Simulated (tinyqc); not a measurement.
The diagram with and without ligand: potential-pH (Pourbaix) lines of a metal, its cation, its oxide and an oxyanion, with a complexing ligand. Computed by tinyqc, a small Python program. Command: `OMP_NUM_THREADS=1 python tinyqc.py 3018517 3018518 out.jsonl pourb walk`. One thread of a shared host (Intel(R) Xeon(R) Processor @ 2.30GHz), about 0.02 s of CPU time with the checks.

Potentials are against the standard hydrogen electrode; solids and water have unit activity; dG_f of M, H+ and the electron is zero; F = e N_A and s = R T ln(10)/F. The cation carries z = 3.

Inputs (values chosen for the exercise, modelled on aluminium):
```
quantity                                      value    unit
dG_f of the cation                           -477.6  kJ/mol
dG_f of the oxide                           -1578.8  kJ/mol
dG_f of the oxyanion                        -817.65  kJ/mol
dG_f of water                               -237.14  kJ/mol
temperature T                                298.15       K
log10 of the dissolved activity a                -3       -
log10 of the stability constant beta of ML       14       -
pKa of HL                                       7.3       -
total ligand c_L                              0.019   mol/L
```

Species: M, M3+, M2O3, MO2(-).

Constants: R = 8.314462618 J/(mol K); e = 1.602176634e-19 C; N_A = 6.02214076e+23 1/mol.

Method. M3+ + 3e = M; (1/2) M2O3 + 3H+ + 3e = M + (3/2) H2O; MO2(-) + 4H+ + 3e = M + 2H2O. For each, E0 = -dG/(z F), and E = E0 + (s/z) log10 a - (s n_H/z) pH, with no activity term for the oxide. The free ligand is c_L/(1 + 10^(pKa - pH)) (ligand in excess); dissolved metal is a in all, so the free cation is a/alpha, alpha = 1 + beta [L]; the cation line drops by (s/z) log10 alpha.

E0 (V): cation -1.64999, oxide -1.49829, oxyanion -1.18626

s = 0.0591593 V

Lines against the metal (V); the species with the lowest line is stable above it:
```
pH   cation    oxide  oxyanion  stable above  cation with ligand  stable above, ligand
0   -1.7092  -1.4983   -1.2454        cation             -1.8073             dissolved
2   -1.7092  -1.6166   -1.4032        cation             -1.8468             dissolved
4   -1.7092  -1.7349   -1.5609         oxide             -1.8862             dissolved
5   -1.7092  -1.7941   -1.6398         oxide             -1.9059             dissolved
6   -1.7092  -1.8532   -1.7187         oxide             -1.9252             dissolved
7   -1.7092  -1.9124   -1.7976         oxide             -1.9419             dissolved
8   -1.7092  -1.9716   -1.8765         oxide             -1.9497                 oxide
9   -1.7092  -2.0307   -1.9553         oxide             -1.9511                 oxide
10  -1.7092  -2.0899   -2.0342         oxide             -1.9513                 oxide
12  -1.7092  -2.2082   -2.1920         oxide             -1.9513                 oxide
14  -1.7092  -2.3265   -2.3497      oxyanion             -1.9513              oxyanion
```

What follows from these numbers?

Without ligand the oxide holds 8 of the eleven rows (pH 4 to 12), with it 4 (pH 8, 9, 10, 12). The ligand acts once beta [L] exceeds 1, from pH = pKa - log10(beta c_L) = -5.0 on, that is in all rows; its line then falls by at most s/z per pH unit and flattens beyond pKa, 0.242 V below the free cation at most. The oxide line falls faster, by s per pH unit, so the oxide takes over again at higher pH.

Extremes, crossings and ranges named in words are read from the listed rows.
